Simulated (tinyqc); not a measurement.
# Gate-all-around wire, scale length and short-channel effects, step by step

Computed by the program tinyqc: `OMP_NUM_THREADS=1 python tinyqc.py 2420005 2420006 out.jsonl`, one thread of a shared Intel Xeon 2.30GHz, about 0.01 s for the whole run. Printed values are rounded.

A round wire of diameter ts in an insulator shell of thickness ti under a surrounding gate. Below threshold the potential that source and drain add obeys Laplace's equation and vanishes on the gate. Its lowest mode decays along the channel as exp(-k y); k is the smallest positive root of the matching condition at the interface, and the scale length is Lambda = pi/k.

Values chosen for this exercise; permittivities: semiconductor close to that of gallium nitride, insulator close to that of hafnium oxide: temperature T = 300 K; relative permittivity of the semiconductor eps_r = 9.35; relative permittivity of the insulator ei = 22.8; insulator thickness ti = 4 nm; wire diameter ts = 6.8 nm; channel length L = 20 nm; potential of the source Vbi = 1.01 V; potential of the barrier top at threshold sT = 0.48 V; long-channel threshold VTL = 0.49 V; long-channel body factor m = 1; drain voltage Vds = 0.8 V.

Constants: q = 1.602176634e-19 C, kB = 1.380649e-23 J/K, Vt = kB T/q. Results are converted to the units shown.

## Scan of the matching condition

```
point,k (1/nm)
0,0.06125
1,0.1225
2,0.18375
3,0.245
4,0.30625
5,0.3675
6,0.42875
7,0.49
```

f(k) = ei J0(u)[J1(u) Y0(v) - Y1(u) J0(v)] - eps_r J1(u)[J0(u) Y0(v) - Y0(u) J0(v)], u = k ts/2, v = u + k ti.

```
point,f(k)
0,66.8482
1,29.3525
2,15.4782
3,7.9411
4,3.3406
5,0.5364
6,-1.0102
7,-1.6427
```

The first change of sign lies between k = 0.3675 and 0.42875 1/nm.

## Iteration 1: decay constant by Newton steps

k at the start = 0.3675 1/nm

f(k) = ei J0(u)[J1(u) Y0(v) - Y1(u) J0(v)] - eps_r J1(u)[J0(u) Y0(v) - Y0(u) J0(v)], u = k ts/2, v = u + k ti; f' by a central difference with +/- 1e-5 1/nm; k(new) = k - f/f'.

f = 0.536413
f' = -34.4234 nm
k after iteration 1 = 0.383083 1/nm

## Iteration 2: decay constant by Newton steps

As before.

f = 0.0391955
f' = -29.4587 nm
k after iteration 2 = 0.384413 1/nm

## Course of the iteration: decay constant by Newton steps

Stop when k changes by less than 1e-10 1/nm, or after 30 iterations.

Course of the iteration:
```
iteration,k (1/nm),|change| (1/nm)
1,0.383083,0.0156
2,0.384413,1.33e-3
3,0.384423,9.30e-6
4,0.384423,4.53e-10
5,0.384423,< 1e-14
```

Converged in 5 iterations. At the end the number of correct digits about doubles with each step.

## Scale length against simple estimates

k = 0.384423 1/nm

Lambda = pi/k and l = 1/k. A parabolic potential across the structure gives l(parabolic) = sqrt([2 eps_r ts^2 ln(1 + 2 ti/ts) + ei ts^2]/(16 ei)).

Lambda = 8.17224 nm
l = 2.60130 nm
l(parabolic) = 2.17564 nm

The parabolic estimate is 16 % below l.

## Threshold shift, barrier position and swing

Along the channel psi(y) = s + a exp(y/l) + b exp(-y/l) with psi(0) = Vbi, psi(L) = Vbi + Vds and l = 1/k = Lambda/pi; with A = Vbi - s, B = A + Vds, x = exp(-L/l): a = (B - A x) x/(1 - x^2), b = (A - B x)/(1 - x^2). The minimum is s + 2 sqrt(a b), at y = (l/2) ln(b/a). The long-channel potential follows the gate as s = sT + (Vg - VTL)/m, and the threshold VT is the gate voltage at which the minimum equals sT. Swing = m Vt ln 10/g at threshold, g = d(minimum)/ds = 1 - (b x + a)/((1 + x) sqrt(a b)).

s at threshold = 0.442306 V
a = 6.26403e-4 V
b = 0.567068 V
position of the minimum = 8.85515 nm
VT = 0.452306 V
swing = 62.4620 mV/decade

The threshold lies 37.7 mV below the long-channel value, and the barrier top sits at 0.44 L from the source.
